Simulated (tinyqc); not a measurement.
# Worked calculation: threshold of a short bulk MOSFET: charge sharing, barrier lowering, narrow width

Numbers from tinyqc (`OMP_NUM_THREADS=1 python tinyqc.py 2002102 2002103 out.jsonl`; about 0.01 s on one thread of a shared Intel Xeon 2.30GHz). Printed values are rounded.

n-channel device on a p-type body, depletion approximation, full ionisation. Uniform doping N = Na. Vbi from Boltzmann statistics is rough for the degenerate source. Cox = eps0 eox/tox.

Values chosen for this exercise; band and dielectric values close to those of silicon: temperature T = 400 K; band gap Eg = 1.13 eV; relative permittivity eps_r = 11.9; conduction-band density of states at T Nc = 4.26e19 cm^-3; valence-band density of states at T Nv = 4e19 cm^-3; relative permittivity of the gate insulator (close to silicon dioxide) eox = 3.9; insulator thickness tox = 4.5 nm; channel doping Na = 4.5e17 cm^-3; source and drain doping Nsd = 1e20 cm^-3; flat-band voltage for the doping Na Vfb = -0.79 V; junction depth xj = 78 nm; body-source voltage Vbs = 0 V; drain-source voltage Vds = 1 V; gate width W = 1500 nm; shape factor of the fringing depletion at the width edges xw = 1.5708; channel length L = 290 nm.

Constants: q = 1.602176634e-19 C, kB = 1.380649e-23 J/K, Vt = kB T/q, eps0 = 8.8541878128e-14 F/cm where lengths are in cm. Results are converted to the units shown.

## Long-channel threshold and scales

ni = sqrt(Nc Nv) exp(-Eg/(2 Vt)), Eg in volts; 2 pB = 2 Vt ln(N/ni); flat band Vfb - Vt ln(N/Na); Wd = sqrt(2 eps0 eps_r (2 pB - Vbs)/(q N)); body term q N Wd/Cox; long-channel VT0 = flat band + 2 pB + body term; Vbi = Vt ln(N Nsd/ni^2); scale length l = sqrt((eps_r/eox) tox Wd).

N = 4.5e17 cm^-3
2 pB = 0.818475 V
flat band = -0.79 V
Wd = 48.9107 nm
body term = 0.459543 V
VT0 = 0.488018 V
Vbi = 1.00474 V
l = 25.9149 nm

## Short-channel and narrow-width shifts

Charge sharing (trapezoid; it ignores Vds): F = (xj/L)(sqrt(1 + 2 Wd/xj) - 1), lowering = body term times F. Barrier lowering: th = exp(-L/(2 l)) + 2 exp(-L/l), lowering = th [2 (Vbi - 2 pB) + Vds], DIBL = th. Narrow width: rise = body term times xw Wd/W. VT by each model = VT0 - lowering + rise.

F = 0.134852
lowering by charge sharing = 61.9703 mV
th = 0.00374313
lowering of the barrier = 5.13752 mV
DIBL = 3.74313 mV/V
narrow-width rise = 23.5375 mV
VT, charge sharing = 0.449585 V
VT, barrier lowering = 0.506418 V

L is 11.2 scale lengths. The charge-sharing lowering is 12.1 times the barrier lowering; the first falls off as 1/L and the second exponentially. Both describe the same loss of gate control, so they are alternatives and are not added.
